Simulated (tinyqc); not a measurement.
From results back to parameters: deep level as a short-range spherical well. Two cases, with inputs chosen for the exercise.

Problem. In the Lucovsky model sigma goes as (h nu - Et)^(3/2)/(h nu)^3. The ratio of the cross-sections at h1 and h2 was computed from a hidden Et.

Find: y = (h1 - Et)/(h2 - Et); Et.

Method. y = [ratio (h1/h2)^3]^(2/3), and Et = (h1 - y h2)/(1 - y): the plot of (sigma (h nu)^3)^(2/3) against h nu is a line through Et.

Case 1.

Values chosen (out of a larger set: near those of 4H SiC; not measured data): h1 = 0.183 eV (first photon energy); h2 = 0.269 eV (second photon energy).

sigma(h1)/sigma(h2) = 0.762688

Solution.

y = (h1 - Et)/(h2 - Et) = 0.3863
Et = 0.129 eV

Case 2.

Values chosen (out of a larger set: near those of InP; not measured data): h1 = 0.194 eV (first photon energy); h2 = 0.242 eV (second photon energy).

sigma(h1)/sigma(h2) = 0.842060

Solution.

y = (h1 - Et)/(h2 - Et) = 0.5731
Et = 0.130 eV

Computed by tinyqc, one run a case: `OMP_NUM_THREADS=1 python tinyqc.py N N+1 out.jsonl` with N = 1250620, 1250725; one thread of a shared Intel(R) Xeon(R) Processor @ 2.30GHz, about 0.01 s a run at most.
